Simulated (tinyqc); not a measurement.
Joule-heated wire on a substrate, fin equation: two steps of the calculation.

A wire of length L loses heat along itself to two contacts and sideways to the substrate: kap A theta'' - g theta + p = 0 with theta = T - T0 and p = p0. Each end passes the heat flow theta/Rc to its contact. Constant conductivity, diffusive heat flow.

Parameters, values chosen for the exercise: temperature of substrate and contacts T0 = 350 K; conductivity along the wire kap = 23 W/(m K); cross-section A = 1500 nm^2; conductance per length to the substrate g = 0.53 W/(m K); length between the contacts L = 2000 nm; heating per length p0 = 0.093 uW/nm.

Problem 1. Healing length. LH = sqrt(kap A/g); far from the contacts uniform heating p0 would give theta = p0/g.

Give: LH; L/LH; p0/g.

Solution 1.

LH = 255.14 nm
L/LH = 7.8390
p0/g = 175.47 K

Problem 2. Temperature rise. Solve -c theta_(i-1) + d_i theta_i - c theta_(i+1) = b_i for nodes 0 to 10.

c = 0.1725 uW/K

```
node,d (uW/K),b (uW)
0,0.44289130,9.3
1,0.451,18.6
2,0.451,18.6
3,0.451,18.6
4,0.451,18.6
5,0.451,18.6
6,0.451,18.6
7,0.451,18.6
8,0.451,18.6
9,0.451,18.6
10,0.44289130,9.3
```

Wanted: theta.

Solution 2.

```
node,theta (K)
0,70.2
1,126.4
2,152.5
3,164.4
4,169.5
5,170.9
6,169.5
7,164.4
8,152.5
9,126.4
10,70.2
```

Computed by the program tinyqc: `OMP_NUM_THREADS=1 python tinyqc.py 2520043 2520044 out.jsonl`, one thread of a shared Intel Xeon 2.30GHz, about 0.01 s for the whole run.
